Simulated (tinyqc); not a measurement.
# Capacitance measurement on a leaky thin oxide: effects of series resistance and leakage: readings against frequency

The device is a capacitance C in parallel with a leakage conductance G, in series with Rs and Ls. An impedance meter reports either a parallel pair (Cp, Gp) from Y = 1/Z = Gp + i w Cp or a series pair (Cs, Rm) from Z = Rm + 1/(i w Cs); w = 2 pi f, dissipation D = Gp/(w |Cp|).

EOT = 3.9 tox/eox; CET = EOT + zc + zp; C = 3.9 eps0 A/CET; G = Jg A/Vs. Z = Rs + i w Ls + 1/(G + i w C); CET read from Cp = 3.9 eps0 A/Cp; errors under 0.001 % are printed as 0.

Parameters, values chosen for the exercise; values of the order met in thin-oxide MOS capacitors: relative permittivity of the gate insulator (close to silicon dioxide) eox = 3.9; insulator thickness tox = 1.9 nm; gate area A = 10000 um^2; oxide-equivalent thickness added by the accumulation layer zc = 0.33 nm; oxide-equivalent thickness added by gate depletion zp = 0 nm; gate leakage current density, not matched to the thickness Jg = 0.0032 A/cm^2; voltage for an e-fold rise of the leakage Vs = 0.23 V; series resistance Rs = 5.4 ohm; series inductance Ls = 0 nH.

Constants: eps0 = 8.8541878128e-14 F/cm where lengths are in cm. Results are converted to the units shown.

The same in every row: C (pF) = 154.8.

Readings against frequency:
```
f (Hz)  Cp (pF)  Cs (pF)         D  error of Cp (%)  error of Cs (%)  CET read from Cp (nm)
1000      154.8    471.5     1.430         -1.50e-3              204                  2.230
3000      154.8    190.0    0.4767         -1.50e-3             22.7                  2.230
10000     154.8    158.0    0.1431         -1.50e-3             2.04                  2.230
30000     154.8    155.2   0.04782         -1.51e-3            0.227                  2.230
1e5       154.8    154.9   0.01483         -1.53e-3           0.0204                  2.230
3e5       154.8    154.9  0.006343         -1.75e-3          2.27e-3                  2.230
1e6       154.8    154.8  0.006684         -4.26e-3                0                  2.230
3e6       154.8    154.8   0.01624          -0.0263                0                  2.231
1e7       154.4    154.8   0.05268           -0.277                0                  2.236
3e7       151.1    154.8    0.1577            -2.43                0                  2.285
```

D goes from 1.43 through a minimum of 0.00634 (at f = 3e5 Hz among the rows listed) to 0.158; without inductance its minimum lies at f = sqrt(G (1 + G Rs)/Rs)/(2 pi C) = 5.22e5 Hz. The error of Cp goes from -0.00150 to -2.43 % and that of Cs from 204 to 0 %; at low frequency Cp tends to C/(1 + G Rs)^2 and Cs grows as 1 + (G/(w C))^2. One of the two readings is within 2 % of C for f = 1000, 3000, 10000, 30000, 1e5, 3e5, 1e6, 3e6, 1e7, 3e7 Hz. For f = 1000 D exceeds 1, where the accuracy of real meters degrades in proportion to sqrt(1 + D^2).

Numbers from tinyqc (`OMP_NUM_THREADS=1 python tinyqc.py 2022146 2022147 out.jsonl`; about 0.01 s on one thread of a shared Intel Xeon 2.30GHz).
